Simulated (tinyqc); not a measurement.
## Vertical double-diffused power MOSFET, components of the on-resistance: On-resistance against the temperature

Stripe cells of pitch Wp + a, two channels a cell. Current flows through the channels, spreads in the accumulation layer, passes the gap between the p bodies and spreads at 45 degrees into the drift layer below them. Low drain voltage, full ionisation.

Triangular field at breakdown with Ec = Kc N^(1/8): BV = eps0 eps_r Ec^2/(2 q N), so N = (eps0 eps_r Kc^2/(2 q BV))^(4/3); W = 2 BV/Ec; mu = mud (T/300 K)^(-bt); rho = 1/(q mu N); ideal resistance rho W. Pitch p = Wp + a, Cox = 3.9 eps0/tox; zero-bias depletion in the gap w0 = sqrt(2 eps0 eps_r Vbi/(q N Nj)), open gap g = a - 2 w0; R_ch = Lc p/(2 mch Cox Vov); R_acc = 0.6 a p/(4 mac Cox Vov), 0.6 being an empirical factor for current leaving the layer along its length; R_gap = (rho/Nj) xp p/g; spreading depth t = min(W, (p - g)/2); R_drift = (rho p/2) ln((g + 2 t)/g) + rho (W - t); R_on = the sum with Rs.

Parameters, values chosen for the exercise; bulk values close to those of silicon:
```
symbol  value                    unit                                             meaning
eps_r    11.6                                                       relative permittivity
Kc       3870  V/cm per (cm^-3)^(1/8)                             critical-field constant
BV        100                       V          rated breakdown voltage of the drift layer
mud      1230              cm^2/(V s)                             drift mobility at 300 K
bt        2.6                                  temperature exponent of the drift mobility
tox        44                      nm                    gate oxide thickness (eps_r 3.9)
Vov         5                       V                                      gate overdrive
mch       440              cm^2/(V s)                                    channel mobility
mac       300              cm^2/(V s)                         accumulation-layer mobility
Lc        0.8                      um                                      channel length
Wp          8                      um  width of the p body in one cell, channels included
a           2                      um                   gap between neighbouring p bodies
xp        1.1                      um                                 depth of the p body
Nj          2                                     doping of the gap over the drift doping
Vbi     0.564                       V               built-in voltage of the body junction
Rs       0.58               mohm cm^2                    substrate and contact resistance
```

Constants: q = 1.602176634e-19 C, eps0 = 8.8541878128e-14 F/cm where lengths are in cm. Results are converted to the units shown.

The same in every row: R_ch (mohm cm^2) = 0.2317; R_acc (mohm cm^2) = 0.2548.

On-resistance against the temperature:

| T (K) | R_gap (mohm cm^2) | R_drift (mohm cm^2) | R_on (mohm cm^2) | ideal (mohm cm^2) | largest term |
|---|---|---|---|---|---|
| 250 | 0.3350 | 0.9608 | 2.362 | 0.4908 | drift |
| 290 | 0.4928 | 1.413 | 2.973 | 0.7219 | drift |
| 330 | 0.6895 | 1.978 | 3.734 | 1.010 | drift |
| 370 | 0.9284 | 2.663 | 4.658 | 1.360 | drift |
| 410 | 1.212 | 3.477 | 5.756 | 1.776 | drift |
| 450 | 1.544 | 4.430 | 7.040 | 2.263 | drift |
| 490 | 1.927 | 5.527 | 8.521 | 2.823 | drift |

Read the table: what changes, and by how much?

R_on rises from 2.36 to 8.52 mohm cm^2. The drift term is the largest at T = 250 and in all other rows. R_on is 4.81 times the ideal drift resistance in the first row and 3.02 times in the last. Only the drift mobility depends on T in this model.

tinyqc, about 0.01 s, one thread, Intel Xeon 2.30GHz (shared host): `OMP_NUM_THREADS=1 python tinyqc.py 2230042 2230043 out.jsonl`
